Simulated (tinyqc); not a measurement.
How thick the regions must be: ionisation potential and affinity of a slab from the planar-averaged potential.

A model of the planar-averaged electrostatic energy of an electron in a periodic cell of N1 periods of A (L1 = N1 n1 h) and N2 periods of vacuum (L2 = N2 n2 h), on z_j = j h: V(z) = f VA + (1 - f) VB + F t(z), VA = V1[0] + V1[1] cos(2 pi z/(n1 h)) + V1[2] cos(4 pi z/(n1 h)), VB the same with V2, n2 and z - L1. f = [tanh(z/w) - tanh((z - L1)/w) + tanh((z - L1 - L2)/w)]/2 + 1/2; t(z) = z - L1/2 in A and (L1/L2)(L1 + L2/2 - z) beyond, so that the cell is periodic.

Running mean over n points, periodic: for odd n the plain mean of the n points centred on j; for even n the n + 1 points with half weight at both ends. The macroscopic average applies the mean over n1 points and then over n2 points.

Parameters, chosen for this exercise (gap near that of Si; the results hold for these values, not for the real material): h = 0.25 angstrom (grid step); n1 = 5 (grid points per period of A); n2 = 6 (grid points per period of the vacuum filter); V1 = (-6.09, 3.64, 0.48) eV (mean and two harmonics of the potential in A); V2 = (0, 0, 0) eV (the same in vacuum); w = 0.41 angstrom (width of the interfaces).

N1 = N2 = N, no slope (F = 0); dV is read at j = floor(N n1/2) and N n1 + floor(N n2/2). The exact value is V2[0] - V1[0].

Results:

| N | L1 (angstrom) | dV (eV) | error (meV) |
|---|---|---|---|
| 1 | 1.25 | 2.6527 | -3437.31 |
| 2 | 2.50 | 5.6171 | -472.91 |
| 3 | 3.75 | 6.0514 | -38.55 |
| 4 | 5.00 | 6.0889 | -1.07 |
| 5 | 6.25 | 6.0899 | -0.08 |
| 6 | 7.50 | 6.0900 | 0.00 |

What can be read from this table?

The error is below 10 meV from N = 4 on. The two windows together span 2.75 angstrom and must fit between the interface tails, which fall as exp(-2 z/w); the errors at N = 2, 3 and 4 are -472.91, -38.55 and -1.07 meV.

Computed by tinyqc, a small Python program: `OMP_NUM_THREADS=1 python tinyqc.py 1850653 1850654 out.jsonl` (the numbers bound the seed that draws the inputs); one thread of a shared host (Intel(R) Xeon(R) Processor @ 2.30GHz), about 0.01 s for the whole set of steps.
